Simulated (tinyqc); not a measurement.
MOSFET in saturation, small-signal circuit and noise: effect of the temperature on speed and noise.

Bias by the inversion coefficient IC = I/Ispec (charge-based model with velocity saturation; weak inversion below 0.1, strong above 10). Common-source circuit: gm, gds, Cgs, Cgd and Cj at the inner nodes, Rg in series with the gate; quasi-static, no source or drain resistance, no gate-body capacitance, no substrate network, no induced gate noise, so fmax is an upper estimate.

Ispec = 2 n mu Cox (W/L) Vt^2, lc = Ls/L, gms = [sqrt((lc IC + 1)^2 + 4 IC) - 1]/[2 + lc (lc IC + 1)], gm = gms Ispec/(n Vt), gds = sg gm. qs = [sqrt(1 + 4 IC) - 1]/2, Cgs = Cox W L qs (2 qs + 3)/(3 (qs + 1)^2) + Cov W, Cgd = Cov W, Cd = Cj W, Rg = Rsh (Wf/L)/(12 Nf) + Rc/W with Nf = W/Wf fingers (not rounded) contacted at both ends. fT = gm/(2 pi (Cgs + Cgd)), fmax = fT/(2 sqrt(Rg (gds + 2 pi fT Cgd))). Channel noise Sid = 4 kB T gam n gm with gam = (1/2 + (2/3) qs)/(1 + qs) + gw lc IC, qs = [sqrt(1 + 4 IC) - 1]/2, lc = Ls/L (the last term an empirical rise with velocity saturation); at the gate, white noise Sw = Sid/gm^2 + 4 kB T Rg. Number fluctuation with correlated mobility: S(f) = K/f, K = q^2 Vt lt Nt/(W L Cox^2) (1 + ac mu Cox I/gm)^2, Vt in eV with Nt per eV. Corner fc = K/Sw. IC is held fixed, and so are mu, n, Ls and Nt.

Parameters, values chosen for the exercise: gate length L = 28 nm; total gate width W = 40 um; gate capacitance Cox = 2.25 uF/cm^2; mobility mu = 210 cm^2/(V s); slope factor n = 1.41; velocity-saturation length Ls = 15 nm; ratio gds/gm sg = 0.14; overlap and fringe capacitance per side Cov = 0.35 fF/um; drain junction capacitance Cj = 0.45 fF/um; sheet resistance of the gate Rsh = 15 ohm; finger width Wf = 1 um; gate contact and vertical resistance Rc = 100 ohm um; inversion coefficient IC = 0.17; short-channel excess of the noise factor gw = 0.07; oxide trap density Nt = 1.1e18 cm^-3 eV^-1; tunnelling length into the oxide lt = 0.1 nm; Coulomb scattering coefficient ac = 10000 V s/C.

Constants: q = 1.602176634e-19 C, kB = 1.380649e-23 J/K, Vt = kB T/q. Results are converted to the units shown.

The same in every row: Rg (ohm) = 3.6161.

Effect of the temperature on speed and noise:

| T (K) | I (uA) | fT (GHz) | fmax (GHz) | sqrt(Sw) (nV/Hz^0.5) | fc (MHz) |
|---|---|---|---|---|---|
| 100 | 24.030 | 8.4657 | 71.238 | 1.5824 | 19.572 |
| 150 | 54.067 | 12.699 | 87.248 | 1.5855 | 31.148 |
| 200 | 96.119 | 16.931 | 100.75 | 1.5887 | 43.980 |
| 250 | 150.19 | 21.164 | 112.64 | 1.5918 | 58.112 |
| 300 | 216.27 | 25.397 | 123.39 | 1.5949 | 73.589 |
| 350 | 294.36 | 29.630 | 133.27 | 1.5981 | 90.453 |
| 400 | 384.47 | 33.863 | 142.48 | 1.6012 | 108.75 |

What does the table show?

As T goes from 100 to 400 K, fT rises from 8.47 to 33.9 GHz, fmax rises from 71.2 to 142 GHz, the white noise rises from 1.58 to 1.60 nV/Hz^0.5 and the corner rises from 19.6 to 109 MHz. At fixed IC and mobility the current goes as T^2 and gm as T, which is why fT rises; a real mobility would fall with T. In every row fmax exceeds 4 fT, where channel resistance and substrate losses, left out here, would cap it. For T = 100 to 150 K band tails and dopant freeze-out, left out here, change n and the noise.

Program tinyqc, `OMP_NUM_THREADS=1 python tinyqc.py 2150144 2150145 out.jsonl`; Intel Xeon 2.30GHz, shared host, one thread, about 0.01 s.
